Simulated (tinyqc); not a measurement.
Pillar capacitor in an array: capacitance, non-linearity, leakage and relaxation: one step of the calculation.

A film between two metal electrodes, each interface adding a series capacitance ci. The small-signal permittivity is ek (1 + aq E^2); the field is found with the linear permittivity. Leakage J = J0 sinh(E/Ef). After a voltage step the film passes a relaxation current kr C V tt^(-nr), tt being the time in seconds. The sidewall is a coaxial capacitor with radii a = dm/2 and b = dm/2 + t, depth AR dm; the end face is left out.

Problem. Planar capacitance, field and non-linearity. Planar film: Cf = eps0 ek/t, 1/C = 1/Cf + 2/ci, EOT = 3.9 eps0/C, effective permittivity C t/eps0, E = (V/t) C/Cf; quadratic coefficient [C(V)/C - 1]/V^2 with Cf (1 + aq E^2) in C(V).

Parameters, values chosen for the exercise; permittivity of the order of that of zirconium oxide:
```
symbol,value,unit,meaning
ek,37.7,,relative permittivity of the film
t,17,nm,film thickness
ci,1000,uF/cm^2,capacitance of each electrode interface (dead layer and screening)
aq,0.013,cm^2/MV^2,quadratic field coefficient of the permittivity
V,2.2,V,bias
J0,1.4e-10,A/cm^2,leakage prefactor
Ef,0.23,MV/cm,field for an e-fold rise of the leakage
```

Constants: eps0 = 8.8541878128e-14 F/cm where lengths are in cm. Results are converted to the units shown.

Give: Cf; C; EOT; effective permittivity; E; quadratic coefficient; J.

Solution.

Cf = 1.964 uF/cm^2
C = 1.956 uF/cm^2
EOT = 1.766 nm
effective permittivity = 37.55
E = 1.289 MV/cm
quadratic coefficient = 4445 ppm/V^2
J = 1.902e-8 A/cm^2

The interfaces take 0.391 % of the voltage.

Numbers from tinyqc (`OMP_NUM_THREADS=1 python tinyqc.py 2102104 2102105 out.jsonl`; about 0.01 s on one thread of a shared Intel Xeon 2.30GHz).
